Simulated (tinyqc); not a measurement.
MOSFET in saturation, small-signal circuit and noise: two steps of the calculation.

Bias by the inversion coefficient IC = I/Ispec (charge-based model with velocity saturation; weak inversion below 0.1, strong above 10). Common-source circuit: gm, gds, Cgs, Cgd and Cj at the inner nodes, Rg in series with the gate; quasi-static, no source or drain resistance, no gate-body capacitance, no substrate network, no induced gate noise, so fmax is an upper estimate.

Values chosen for this exercise:
- L = 180 nm (gate length)
- W = 5 um (total gate width)
- Cox = 0.96 uF/cm^2 (gate capacitance)
- Cov = 0.24 fF/um (overlap and fringe capacitance per side)
- Cj = 0.77 fF/um (drain junction capacitance)
- Rsh = 5 ohm (sheet resistance of the gate)
- Wf = 0.5 um (finger width)
- Rc = 100 ohm um (gate contact and vertical resistance)
- IC = 11 (inversion coefficient)
- f = 6 GHz (signal frequency)

Question 1. Capacitances, gate resistance and cut-off frequencies. qs = [sqrt(1 + 4 IC) - 1]/2, Cgs = Cox W L qs (2 qs + 3)/(3 (qs + 1)^2) + Cov W, Cgd = Cov W, Cd = Cj W, Rg = Rsh (Wf/L)/(12 Nf) + Rc/W with Nf = W/Wf fingers (not rounded) contacted at both ends. fT = gm/(2 pi (Cgs + Cgd)), fmax = fT/(2 sqrt(Rg (gds + 2 pi fT Cgd))).

gm = 1.4343416 mS
gds = 0.030121174 mS

Find: Cgs; Cgd; Cd; Rg; fT; fmax.

Answer 1.

Cgs = 6.0189 fF
Cgd = 1.2000 fF
Cd = 3.8500 fF
Rg = 20.116 ohm
fT = 31.623 GHz
fmax = 215.12 GHz

Overlap and fringe make up 33.2 % of the gate capacitance; fmax is 6.80 times fT.

Question 2. Admittance matrix. Inner admittances at w = 2 pi f: y11 = i w (Cgs + Cgd), y12 = -i w Cgd, y21 = gm - i w Cgd, y22 = gds + i w (Cgd + Cd). Invert to Z, add Rg to Z11 and invert back to Y.

gm = 1.4343416 mS
gds = 0.030121174 mS
Cgs = 6.0188584 fF
Cgd = 1.2 fF
Cd = 3.85 fF
Rg = 20.115741 ohm

Give: inner y; Y with Rg.

Answer 2.

inner y (mS):
```
,1,2
1,0.000+0.272i,0.000-0.045i
2,1.434-0.045i,0.030+0.190i
```

Y with Rg (mS):
```
,1,2
1,0.001+0.272i,0.000-0.045i
2,1.434-0.053i,0.030+0.192i
```

Numbers from tinyqc (`OMP_NUM_THREADS=1 python tinyqc.py 2150036 2150037 out.jsonl`; about 0.01 s on one thread of a shared Intel Xeon 2.30GHz).
